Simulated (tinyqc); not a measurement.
Electron continuity equation in a given potential, Scharfetter-Gummel discretisation: one step of the calculation.

Steady state in one dimension: J = q mu n E + q D dn/dx with E = -dpsi/dx and D = mu Vt, dJ/dx = q (n/tau - G), fixed densities nL and nR at the ends. The potential is given, psi = U x/L - Ub exp(-((x/L - xb)/sb)^2), and is not changed by the electrons.

Problem. Tridiagonal system for the inner nodes. Row i (1 to 11): B(-d_(i-1)) n_(i-1) + b_i n_i + B(d_i) n_(i+1) = f_i with b_i = -B(-d_i) - B(d_(i-1)) - h^2/(D tau) and f_i = -G h^2/D; the known end values are moved to the right: f_1 loses B(-d_0) nL and f_11 loses B(d_11) nR. h = L/12, D = mu Vt.

Inputs (values chosen for the exercise); mobility close to that of silicon at room temperature:

| symbol | value | unit | meaning |
|---|---|---|---|
| T | 300 | K | temperature |
| mu | 1340 | cm^2/(V s) | electron mobility |
| L | 0.23 | um | length of the region |
| nL | 2.6e14 | cm^-3 | density at x = 0 |
| nR | 6.2e13 | cm^-3 | density at x = L |
| tau | 4.9e-12 | s | lifetime |
| G | 0 | cm^-3 s^-1 | uniform generation rate |

Constants: q = 1.602176634e-19 C, kB = 1.380649e-23 J/K, Vt = kB T/q. Results are converted to the units shown.

| interval | B(d_i) | B(-d_i) |
|---|---|---|
| 0 | 0.20849576 | 2.8092498 |
| 1 | 0.87577244 | 1.1354540 |
| 2 | 1.2039133 | 0.82052473 |
| 3 | 0.075604605 | 4.0587072 |
| 4 | 0.0022710628 | 8.1930667 |
| 5 | 0.0046015613 | 7.3854766 |
| 6 | 0.032177659 | 5.0973890 |
| 7 | 0.070744283 | 4.1401630 |
| 8 | 0.081458974 | 3.9671670 |
| 9 | 0.082505608 | 3.9514864 |
| 10 | 0.082555234 | 3.9507478 |
| 11 | 0.082556470 | 3.9507294 |

Give: diagonal b; right side f.

Solution.

| node | diagonal b | right side f (cm^-3) |
|---|---|---|
| 1 | -1.366 | -7.304e14 |
| 2 | -1.718 | 0 |
| 3 | -5.284 | 0 |
| 4 | -8.290 | 0 |
| 5 | -7.409 | 0 |
| 6 | -5.124 | 0 |
| 7 | -4.194 | 0 |
| 8 | -4.060 | 0 |
| 9 | -4.055 | 0 |
| 10 | -4.055 | 0 |
| 11 | -4.055 | -5.119e12 |

Range of the model: The drift velocity mu E exceeds 1e7 cm/s somewhere, where real mobilities no longer stay constant.

tinyqc, about 0.01 s, one thread, Intel Xeon 2.30GHz (shared host): `OMP_NUM_THREADS=1 python tinyqc.py 2220017 2220018 out.jsonl`
